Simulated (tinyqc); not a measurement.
Propagation of a band-gap error through k.p and effective-mass formulas: one step. A scissor shift and what it does not mend. Three cases, with inputs chosen for the exercise.

Question. A rigid shift D = Eg - Eg2 of the conduction band restores the gap but leaves the curvature, so the mass stays me(Eg2); redoing the sum 1/m = 1 + Ep (E + 2 Dso/3)/(E (E + Dso)) with E = Eg and the same Ep gives another mass. For optics, eps2 at the edge goes as |p|^2/E^2: a rigid shift keeps the dipole elements p/E, while shifting the energies under unchanged p scales eps2 by (Eg2/Eg)^2.

Case 1.

Values chosen (reference values near those of InAs, gap at low temperature; the results hold for these values, not for the real material): Eg = 0.418 eV (gap at Gamma to the s-like level); Eg2 = 0.803 eV (a wrong gap, of the size a hybrid with far too much exact exchange can give); Dso = 0.391 eV (spin-orbit splitting); Ep = 21.8 eV (Kane energy).

Case 2.

Values chosen (reference values near those of GaAs, gap at low temperature; the results hold for these values, not for the real material): Eg = 1.509 eV (gap at Gamma to the s-like level); Eg2 = 0.875 eV (a wrong gap, of the size a semi-local functional can give); Dso = 0.336 eV (spin-orbit splitting); Ep = 25.6 eV (Kane energy).

Case 3.

Values chosen (reference values near those of InP, gap at low temperature; the results hold for these values, not for the real material): Eg = 1.431 eV (gap at Gamma to the s-like level); Eg2 = 3.649 eV (a wrong gap, of the size a hybrid with far too much exact exchange can give); Dso = 0.106 eV (spin-orbit splitting); Ep = 20.5 eV (Kane energy).

Give: shift D; mass under a rigid shift; mass from the sum with the corrected gap; factor on eps2 if p is left unscaled.

Answer.

Case 1.

shift D = -0.385 eV
mass under a rigid shift = 0.0397 m0
mass from the sum with the corrected gap = 0.0223 m0
factor on eps2 if p is left unscaled = 3.690

The rigid shift leaves the mass off by a factor of 1.78. The mass from the corrected gap is the reference me(Eg) here, because the exercise keeps Ep fixed; a real correction of the gap depends on k and changes Ep as well.

Case 2.

shift D = 0.634 eV
mass under a rigid shift = 0.0363 m0
mass from the sum with the corrected gap = 0.0590 m0
factor on eps2 if p is left unscaled = 0.336

The rigid shift leaves the mass off by a factor of 0.61. The mass from the corrected gap is the reference me(Eg) here, because the exercise keeps Ep fixed; a real correction of the gap depends on k and changes Ep as well.

Case 3.

shift D = -2.218 eV
mass under a rigid shift = 0.1523 m0
mass from the sum with the corrected gap = 0.0667 m0
factor on eps2 if p is left unscaled = 6.502

The rigid shift leaves the mass off by a factor of 2.28. The mass from the corrected gap is the reference me(Eg) here, because the exercise keeps Ep fixed; a real correction of the gap depends on k and changes Ep as well.

Computed by tinyqc, one run a case: `OMP_NUM_THREADS=1 python tinyqc.py N N+1 out.jsonl` with N = 1850031, 1850159, 1850198; one thread of a shared Intel(R) Xeon(R) Processor @ 2.30GHz, about 0.01 s a run at most.
